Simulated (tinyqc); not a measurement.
G0W0 on RHF in the cc-pvdz basis, for He, spin multiplicity 1, step by step. One step of it, computed by the program tinyqc.

Task: Integrals over molecular orbitals. (pq|rs) = sum C_ip C_jq C_kr C_ls (ij|kl), one index at a time.

coefficients C, order 1He 1s, 1He 2s, 1He 2px, 1He 2py, 1He 2pz:
$$\begin{pmatrix}
0.592616 & -1.149573 & 0.000000 & 0.000000 & 0.000000 \\
0.513027 & 1.187231 & 0.000000 & 0.000000 & 0.000000 \\
0.000000 & 0.000000 & 1.000000 & 0.000000 & 0.000000 \\
0.000000 & 0.000000 & 0.000000 & 1.000000 & 0.000000 \\
0.000000 & 0.000000 & 0.000000 & 0.000000 & 1.000000
\end{pmatrix}$$

core Hamiltonian H = T + V (hartree), order 1He 1s, 1He 2s, 1He 2px, 1He 2py, 1He 2pz:
$$\begin{pmatrix}
-1.880253 & -1.545789 & 0.000000 & 0.000000 & 0.000000 \\
-1.545789 & -1.294671 & 0.000000 & 0.000000 & 0.000000 \\
0.000000 & 0.000000 & 0.784997 & 0.000000 & 0.000000 \\
0.000000 & 0.000000 & 0.000000 & 0.784997 & 0.000000 \\
0.000000 & 0.000000 & 0.000000 & 0.000000 & 0.784997
\end{pmatrix}$$

Two-electron integrals (ij|kl) in chemists' order, unique and non-zero (hartree):
```
(11|11) 1.543036   (21|11) 0.784979   (21|21) 0.426774   (22|11) 0.803460
(22|21) 0.475908   (22|22) 0.615562   (31|31) 0.177307   (32|31) 0.142524
(32|32) 0.130008   (33|11) 1.099799   (33|21) 0.627782   (33|22) 0.734404
(33|33) 1.040531   (41|41) 0.177307   (42|41) 0.142524   (42|42) 0.130008
(43|43) 0.063706   (44|11) 1.099799   (44|21) 0.627782   (44|22) 0.734404
(44|33) 0.913119   (44|44) 1.040531   (51|51) 0.177307   (52|51) 0.142524
(52|52) 0.130008   (53|53) 0.063706   (54|54) 0.063706   (55|11) 1.099799
(55|21) 0.627782   (55|22) 0.734404   (55|33) 0.913119   (55|44) 0.913119
(55|55) 1.040531
```

Give: one-electron integrals over orbitals h = C^T H C; Two-electron integrals over orbitals.

Result:

one-electron integrals over orbitals h = C^T H C (hartree):
$$\begin{pmatrix}
-1.9410 & 0.3164 & 0.0000 & 0.0000 & 0.0000 \\
0.3164 & -0.0902 & 0.0000 & 0.0000 & 0.0000 \\
0.0000 & 0.0000 & 0.7850 & 0.0000 & 0.0000 \\
0.0000 & 0.0000 & 0.0000 & 0.7850 & 0.0000 \\
0.0000 & 0.0000 & 0.0000 & 0.0000 & 0.7850
\end{pmatrix}$$

Two-electron integrals over orbitals (pq|rs), unique and non-zero (hartree):
```
(11|11) 1.0269    (21|11) -0.3164   (21|21) 0.2275    (22|11) 0.8576
(22|21) -0.2552   (22|22) 0.7655    (31|31) 0.1831    (32|31) -0.0254
(32|32) 0.0285    (33|11) 0.9613    (33|21) -0.2305   (33|22) 0.7750
(33|33) 1.0405    (41|41) 0.1831    (42|41) -0.0254   (42|42) 0.0285
(43|43) 0.0637    (44|11) 0.9613    (44|21) -0.2305   (44|22) 0.7750
(44|33) 0.9131    (44|44) 1.0405    (51|51) 0.1831    (52|51) -0.0254
(52|52) 0.0285    (53|53) 0.0637    (54|54) 0.0637    (55|11) 0.9613
(55|21) -0.2305   (55|22) 0.7750    (55|33) 0.9131    (55|44) 0.9131
(55|55) 1.0405
```
